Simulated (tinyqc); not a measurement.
Modulation-doped quantum well, Poisson-Schroedinger loop: one step of the calculation.

A well of width L centred at z = 0 between barriers Vb; effective-mass electrons, parabolic bands. The electrons come from donor sheets outside the mesh, a share fL of Ns on the left and the rest on the right, so the structure is neutral. Energies are counted from the band edge of the well, with U = 0 on the first node in the Hartree part.

Question. Fermi level and occupations. Level k holds N_k = D_k Vt ln(1 + exp((EF - E_k)/Vt)) with D = md m0 q/(pi hbar^2) per eV (spin included); EF is fixed by sum N_k = Ns.

Parameters, values chosen for the exercise; material values those of a made-up well: temperature T = 20 K; in-plane mass md = 0.0431 m0; sheet density of electrons Ns = 8.2e11 cm^-2.

Constants: q = 1.602176634e-19 C, kB = 1.380649e-23 J/K, hbar = 1.054571817e-34 J s, m0 = 9.1093837015e-31 kg, Vt = kB T/q. Results are converted to the units shown.

levels (eV): E1 0.03240140, E2 0.13107529, E3 0.29397173

Wanted: EF; N_k.

Answer.

EF = 0.077946 eV
N_k (cm^-2): E1 8.2000e11, E2 0.0012701, E3 1.1370e-44

Numbers from tinyqc (`OMP_NUM_THREADS=1 python tinyqc.py 2140123 2140124 out.jsonl`; about 0.2 s on one thread of a shared Intel Xeon 2.30GHz).
